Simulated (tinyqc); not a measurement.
Abrupt p-n junction, non-linear Poisson equation by Newton steps: one step of the calculation.

One dimension, p side on the left, n side on the right; net doping C = -Na for x < 0 and +Nd for x > 0. The potential psi is counted from the intrinsic level, and the quasi-Fermi potentials are flat: 0 for holes and -V for electrons, so n = ni exp((psi + V)/Vt) and p = ni exp(-psi/Vt) (Boltzmann statistics, full ionisation, no current).

Question. Densities, residual and Jacobian diagonal. n_i = ni exp((psi_i + V)/Vt), p_i = ni exp(-psi_i/Vt), rho_i = p_i - n_i + C_i, g_i = (n_i + p_i)/Vt. Box widths w_i = (h_(i-1) + h_i)/2 in cm. Residual F_i = a_i (psi_(i+1) - psi_i) - a_(i-1) (psi_i - psi_(i-1)) + q rho_i w_i; Jacobian: a_(i-1) and a_i beside the diagonal, b_i = -a_(i-1) - a_i - q g_i w_i on it. The two end nodes are fixed.

Inputs (values chosen for the exercise): temperature T = 350 K; bias of the p side against the n side V = -0.2 V.

Constants: q = 1.602176634e-19 C, kB = 1.380649e-23 J/K, Vt = kB T/q. Results are converted to the units shown.

x, node 0 to 14 (nm): [-248, -203, -162, -125, -92.2, -62.3, -35.4, -11, 11, 38.8, 73.9, 118, 174, 245, 335]
coupling a_i, interval 0 to 13 (F/cm^2): [2.3414408e-7, 2.5698740e-7, 2.8476982e-7, 3.2123425e-7, 3.5239075e-7, 3.9169084e-7, 4.3182309e-7, 4.7893107e-7, 3.7901020e-7, 3.0018472e-7, 2.3892253e-7, 1.8815149e-7, 1.4840118e-7, 1.1707204e-7]
psi after iteration 1, node 0 to 14 (V): [-0.37234775, -0.37231894, -0.37211854, -0.37080373, -0.36357866, -0.32881209, -0.23335937, -0.08266309, 0.10598280, 0.29594353, 0.45858320, 0.54481342, 0.55898177, 0.56045413, 0.56055896]
net doping C, node 0 to 14 (cm^-3): [-6.8e16, -6.8e16, -6.8e16, -6.8e16, -6.8e16, -6.8e16, -6.8e16, -6.8e16, 4.6e16, 4.6e16, 4.6e16, 4.6e16, 4.6e16, 4.6e16, 4.6e16]
ni = 2.9575851e11 cm^-3

Give: n; p; residual F; diagonal b.

Answer.

n, node 0 to 14 (cm^-3): [1696.3, 1697.9, 1709.2, 1785.4, 2268.6, 7184.2, 1.7015e5, 2.5163e7, 1.3096e10, 7.1197e12, 1.5645e15, 2.7292e16, 4.3656e16, 4.5840e16, 4.6000e16]
p, node 0 to 14 (cm^-3): [6.8000e16, 6.7935e16, 6.7485e16, 6.4606e16, 5.0844e16, 1.6055e16, 6.7790e14, 4.5839e12, 8.8075e9, 1.6201e7, 73728, 4226.4, 2642.1, 2516.2, 2507.5]
residual F, node 1 to 13 (in units of 1e-9 C/cm^2): [0.0000, 0.0012, 0.0490, 1.3133, 1.5008, 0.0196, 0.0000, 0.0000, 0.0000, -0.0270, -2.9346, -0.0629, -0.0004]
diagonal b, node 1 to 13 (F/cm^2): [-2.0429e-6, -1.9399e-6, -1.8038e-6, -1.5204e-6, -9.8630e-7, -8.3275e-7, -9.1081e-7, -8.5794e-7, -6.7931e-7, -5.7202e-7, -1.1527e-6, -1.8092e-6, -2.2257e-6]

Numbers from tinyqc (`OMP_NUM_THREADS=1 python tinyqc.py 2000127 2000128 out.jsonl`; about 0.02 s on one thread of a shared Intel Xeon 2.30GHz).
